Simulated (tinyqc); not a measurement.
# On-chip interconnect, size-dependent resistivity and RC delay, step by step

tinyqc, about 0.01 s, one thread, Intel Xeon 2.30GHz (shared host): `OMP_NUM_THREADS=1 python tinyqc.py 2100086 2100087 out.jsonl` Printed values are rounded.

A rectangular line between two neighbours and two ground planes. Surface and grain-boundary scattering are added to the bulk resistivity as corrections; capacitances are parallel-plate values without fringing; inductance is ignored.

Values chosen for this exercise; metal values close to those of cobalt:
- rho0 = 6.03 uohm cm (bulk resistivity)
- lam = 11.5 nm (bulk mean free path)
- ps = 0 (specular share of surface scattering)
- Rg = 0.32 (reflection coefficient of grain boundaries)
- gr = 1.5 (grain size over the metal width)
- wd = 25 nm (drawn line width)
- AR = 2.4 (aspect ratio, height over width)
- tl = 1.1 nm (liner on both walls and the bottom, not conducting)
- sp = 25 nm (space to the neighbouring lines)
- hd = 37 nm (dielectric height to the planes above and below)
- ek = 2.5 (relative permittivity of the dielectric)
- Mf = 1 (Miller factor of the neighbours)
- Lw = 36 um (line length)
- Rd = 16000 ohm (driver resistance)
- Cl = 0.24 fF (load capacitance)
- dt = 18 ps (time step)

Constants: eps0 = 8.8541878128e-12 F/m. Results are converted to the units shown.

## Resistivity, resistance and capacitance per length

Metal width x = wd - 2 tl, height y = AR wd - tl; grain boundaries (Mayadas-Shatzkes): al = (lam/(gr x)) Rg/(1 - Rg), g = 1/[1 - 3 al/2 + 3 al^2 - 3 al^3 ln(1 + 1/al)] - 1; surfaces (Fuchs-Sondheimer, thick limit): s = (3/8) lam (1 - ps)(1/x + 1/y); rho = rho0 (1 + g + s); r = rho/(x y); c = eps0 ek (2 wd/hd + 2 Mf AR wd/sp).

x = 22.8 nm
y = 58.9 nm
al = 0.158239
g = 0.228351
s = 0.262362
rho = 8.98900 uohm cm
r = 66.9362 ohm/um
c = 0.136163 fF/um

rho is 1.49 times the bulk value; surfaces add more (0.262 against 0.228). The liner takes 10.5 % of the cross-section.

## Ladder and Elmore delays

4 equal pi sections: series Rs = r Lw/4; node capacitances c Lw/4, halved at nodes 0 and 4, with Cl added to node 4; Rd feeds node 0. Elmore delay of node k: the sum, over the resistors on the path to k, of resistance times all capacitance downstream of it.

Rs = 602.426 ohm

```
node    C (fF)  Elmore delay (ps)
0     0.612734            82.2699
1      1.22547            84.9984
2      1.22547            86.9886
3      1.22547            88.2406
4     0.852734            88.7543
```

The far-end value equals Rd (c Lw + Cl) + r Lw (c Lw/2 + Cl) for any number of pi sections; the line resistance contributes 7.31 % of it.

## Step 1: node voltages after a time step

v at t = 0, node 0 to 4 (V): 0  0  0  0  0

A 1 V step is applied behind Rd at t = 0. C dv/dt = -G v + b, with G the conductance matrix of the ladder (1/Rs between neighbours, 1/Rd added at node 0) and b = (1 V/Rd, 0, ...). Trapezoidal step: (C/dt + G/2) v(new) = (C/dt - G/2) v + b.

v at t = 1 dt, node 0 to 4 (V): 0.270278  0.216236  0.179932  0.158388  0.149835

## Step 2: node voltages after a time step

As before.

v at t = 2 dt, node 0 to 4 (V): 0.340664  0.345292  0.342769  0.338843  0.336728

## Course in time

A 1 V step is applied behind Rd at t = 0. C dv/dt = -G v + b, with G the conductance matrix of the ladder (1/Rs between neighbours, 1/Rd added at node 0) and b = (1 V/Rd, 0, ...). Trapezoidal step: (C/dt + G/2) v(new) = (C/dt - G/2) v + b. The last column solves the same ladder exactly by its modes.

Voltages (V):
```
t (ps)  node 0  node 2  node 4  node 4, exact
18.00   0.2703  0.1799  0.1498         0.1670
36.00   0.3407  0.3428  0.3367         0.3234
54.00   0.5204  0.4583  0.4433         0.4504
72.00   0.5640  0.5682  0.5603         0.5535
90.00   0.6858  0.6420  0.6353         0.6373
108.0   0.7107  0.7164  0.7087         0.7054
126.0   0.7951  0.7633  0.7610         0.7607
144.0   0.8073  0.8139  0.8070         0.8056
162.0   0.8672  0.8435  0.8434         0.8421
180.0   0.8709  0.8779  0.8722         0.8717
198.0   0.9145  0.8964  0.8974         0.8958
216.0   0.9130  0.9200  0.9153         0.9154
```

The far end of the ladder reaches 0.5 V at 62.19 ps, 0.701 of its Elmore delay (ln 2 = 0.693 for a single pole); the slowest mode has a time constant of 86.59 ps. The largest error of the trapezoidal steps at that node is 17 mV.
